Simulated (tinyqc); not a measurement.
The choice of windows: ionisation potential and affinity of a slab from the planar-averaged potential.

A model of the planar-averaged electrostatic energy of an electron in a periodic cell of N1 periods of A (L1 = N1 n1 h) and N2 periods of vacuum (L2 = N2 n2 h), on z_j = j h: V(z) = f VA + (1 - f) VB + F t(z), VA = V1[0] + V1[1] cos(2 pi z/(n1 h)) + V1[2] cos(4 pi z/(n1 h)), VB the same with V2, n2 and z - L1. f = [tanh(z/w) - tanh((z - L1)/w) + tanh((z - L1 - L2)/w)]/2 + 1/2; t(z) = z - L1/2 in A and (L1/L2)(L1 + L2/2 - z) beyond, so that the cell is periodic.

Running mean over n points, periodic: for odd n the plain mean of the n points centred on j; for even n the n + 1 points with half weight at both ends. The macroscopic average applies the mean over n1 points and then over n2 points.

Parameters, chosen for this exercise (gap near that of Si; not measured data): h = 0.25 angstrom (grid step); n1 = 7 (grid points per period of A); n2 = 6 (grid points per period of the vacuum filter); N1 = 4 (periods of A); N2 = 5 (periods of vacuum); V1 = (-10.48, 4.12, 0.09) eV (mean and two harmonics of the potential in A); V2 = (0, 0, 0) eV (the same in vacuum); w = 0.51 angstrom (width of the interfaces); F = 0.006 eV/angstrom (slope in A from opposite charges on the two interfaces).

dV read at j = 14 and 43 after means over the numbers of points listed; ripple is the spread over the five points around each.

Results:

| windows | dV (eV) | ripple in A (meV) | ripple in vacuum (meV) |
|---|---|---|---|
| none | 6.270 | 5211 | 6 |
| 7 only | 10.480 | 6 | 6 |
| 6 only | 9.871 | 741 | 6 |
| 8 only | 10.937 | 557 | 6 |
| 8, 7 | 10.479 | 6 | 6 |
| 7, 6 | 10.480 | 6 | 6 |

Which rows can be used, and how does a wrong window show?

The last row matches both periods and lies 0 meV from the value of a thick cell, V2[0] - V1[0] = 10.480 eV. Against it the raw potential errs by -4.21 eV. Within 20 meV of it lie: 7 only and 8, 7. A window one point too long leaves a ripple of 557 meV in A, against 6 meV in the last row (of which the slope F makes 6 meV): the ripple is the sign to look for. Rows to use, with under 30 meV of ripple in both regions once the tilt is taken off: 7 only, 8, 7 and 7, 6. A row with a large ripple can hit the right value only by chance.

(tinyqc, `OMP_NUM_THREADS=1 python tinyqc.py 1850739 1850740 out.jsonl`, Intel(R) Xeon(R) Processor @ 2.30GHz, 1 thread, shared host, about 0.01 s.)
